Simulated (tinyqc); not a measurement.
Strength against creep resistance: grain growth, pinning, strength and diffusional creep of a polycrystal or thin film. Computed by tinyqc, a small Python program. Command: `OMP_NUM_THREADS=1 python tinyqc.py 3021582 3021583 out.jsonl grain walk`. One thread of a shared host (Intel(R) Xeon(R) Processor @ 2.30GHz), about 0.01 s of CPU time with the checks.

One mean grain size d describes the structure.

Inputs (values chosen for the exercise, for a model solid):

| quantity | value | unit |
|---|---|---|
| atomic volume Omega | 10.94 | angstrom^3 |
| boundary energy gamma | 0.52 | J/m^2 |
| mobility prefactor M0 | 2.7e-06 | m^4/(J s) |
| activation energy of boundary motion Q_m | 1.82 | eV |
| anneal temperature T | 766 | K |
| anneal time t | 1500 | s |
| initial grain size d0 | 65 | nm |
| particle volume fraction f | 0.00047 | - |
| particle radius r | 2.5 | nm |
| Hall-Petch slope k_y | 0.17 | MPa m^0.5 |
| lattice diffusion energy Q_l | 3.27 | eV |
| boundary diffusion energy Q_b | 1.42 | eV |
| lattice prefactor D0 | 0.00012 | m^2/s |
| boundary prefactor delta D0b | 2.1e-14 | m^3/s |
| applied stress sigma | 48 | MPa |
| service temperature T_c | 695 | K |

Sample: bulk.

Constants: k_B = 8.617333262e-05 eV/K; k_B = 1.380649e-23 J/K.

Method:
- M = M0 exp(-Q_m/(k_B T)). The driving pressure is 2 gamma/d. Zener pinning pressure 3 f gamma/(2 r) stops growth at d_Z = 4 r/(3 f). The limit is d_lim = d_Z.
- dd/dt = 2 M gamma (1/d - 1/d_lim) integrates to 2 M gamma t = d_lim (d0 - d) + d_lim^2 ln[(d_lim - d0)/(d_lim - d)]; without pinning d^2 = d0^2 + 4 M gamma t.
- Nabarro-Herring rate = 14 sigma Omega D_l/(k_B T d^2), D_l = D0 exp(-Q_l/(k_B T)); Coble rate = 14 pi sigma Omega delta D_b/(k_B T d^3), delta D_b = delta D0b exp(-Q_b/(k_B T)); they are equal at d_x = pi delta D_b/D_l.
- Hall-Petch term k_y/sqrt(d).

crossover size d_x = 1.43029e+10 micrometre

At T_c and sigma:

| d (nm) | Hall-Petch term (MPa) | Nabarro-Herring (1/s) | Coble (1/s) | time to 1 % (s) |
|---|---|---|---|---|
| 30 | 981.50 | 1.9812e-13 | 9.4455e-02 | 1.0587e-01 |
| 100 | 537.59 | 1.7830e-14 | 2.5503e-03 | 3.9211e+00 |
| 300 | 310.38 | 1.9812e-15 | 9.4455e-05 | 1.0587e+02 |
| 1000 | 170.00 | 1.7830e-16 | 2.5503e-06 | 3.9211e+03 |
| 3000 | 98.15 | 1.9812e-17 | 9.4455e-08 | 1.0587e+05 |
| 10000 | 53.76 | 1.7830e-18 | 2.5503e-09 | 3.9211e+06 |
| 100000 | 17.00 | 1.7830e-20 | 2.5503e-12 | 3.9211e+09 |

What follows from these numbers?

From 100 micrometre to 30 nm grains the Hall-Petch term grows 58 times, while the time to 1 % strain shrinks by 10.6 decades. Coble creep rules in 7 of the seven rows (d_x is a millimetre or more). Fine grains resist slip but creep fast. The Hall-Petch value at 30 nm is at the edge of that law.

Extremes, crossings and ranges named in words are read from the listed rows.
